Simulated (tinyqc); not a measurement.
# Threshold of a short bulk MOSFET: charge sharing, barrier lowering, narrow width: threshold roll-off against channel length

n-channel device on a p-type body, depletion approximation, full ionisation. Uniform doping N = Na. Vbi from Boltzmann statistics is rough for the degenerate source. Cox = eps0 eox/tox.

ni = sqrt(Nc Nv) exp(-Eg/(2 Vt)), Eg in volts; 2 pB = 2 Vt ln(N/ni); flat band Vfb - Vt ln(N/Na); Wd = sqrt(2 eps0 eps_r (2 pB - Vbs)/(q N)); body term q N Wd/Cox; long-channel VT0 = flat band + 2 pB + body term; Vbi = Vt ln(N Nsd/ni^2); scale length l = sqrt((eps_r/eox) tox Wd). Charge sharing (trapezoid; it ignores Vds): F = (xj/L)(sqrt(1 + 2 Wd/xj) - 1), lowering = body term times F. Barrier lowering: th = exp(-L/(2 l)) + 2 exp(-L/l), lowering = th [2 (Vbi - 2 pB) + Vds], DIBL = th. Narrow width: rise = body term times xw Wd/W. VT by each model = VT0 - lowering + rise. DIBL under 0.001 mV/V is printed as 0.

Values chosen for this exercise; band and dielectric values close to those of silicon:
- T = 250 K (temperature)
- Eg = 1.14 eV (band gap)
- eps_r = 11.8 (relative permittivity)
- Nc = 2.12e19 cm^-3 (conduction-band density of states at T)
- Nv = 2.04e19 cm^-3 (valence-band density of states at T)
- eox = 3.9 (relative permittivity of the gate insulator (close to silicon dioxide))
- tox = 7.3 nm (insulator thickness)
- Na = 1.8e17 cm^-3 (channel doping)
- Nsd = 1e20 cm^-3 (source and drain doping)
- Vfb = -0.87 V (flat-band voltage for the doping Na)
- xj = 12 nm (junction depth)
- Vbs = 0 V (body-source voltage)
- Vds = 1 V (drain-source voltage)
- W = 1800 nm (gate width)
- xw = 0 (shape factor of the fringing depletion at the width edges)

Constants: q = 1.602176634e-19 C, kB = 1.380649e-23 J/K, Vt = kB T/q, eps0 = 8.8541878128e-14 F/cm where lengths are in cm. Results are converted to the units shown.

The same in every row: N (cm^-3) = 1.800e17; VT0 (V) = 0.5673.

Threshold roll-off against channel length:
```
L (nm)	L/l	F	DIBL (mV/V)	VT, charge sharing (V)	VT, barrier lowering (V)
140	3.283	0.2432	268.7	0.4452	0.2254
200	4.690	0.1702	114.2	0.4818	0.4220
280	6.566	0.1216	40.32	0.5062	0.5160
410	9.615	0.08303	8.302	0.5256	0.5567
590	13.84	0.05770	0.9916	0.5383	0.5660
850	19.93	0.04005	0.04694	0.5472	0.5672
1200	28.14	0.02837	0	0.5530	0.5673
1800	42.21	0.01891	0	0.5578	0.5673
2600	60.97	0.01309	0	0.5607	0.5673
```

What does the table show?

VT by barrier lowering rises from 0.225 to 0.567 V and VT by charge sharing rises from 0.445 to 0.561 V. DIBL is under 100 mV/V from L = 280 nm on among the rows (th = 0.1 at L/l = 4.92). For L = 140 DIBL exceeds 250 mV/V, where the barrier formula is rough.

tinyqc, about 0.01 s, one thread, Intel Xeon 2.30GHz (shared host): `OMP_NUM_THREADS=1 python tinyqc.py 2002011 2002012 out.jsonl`
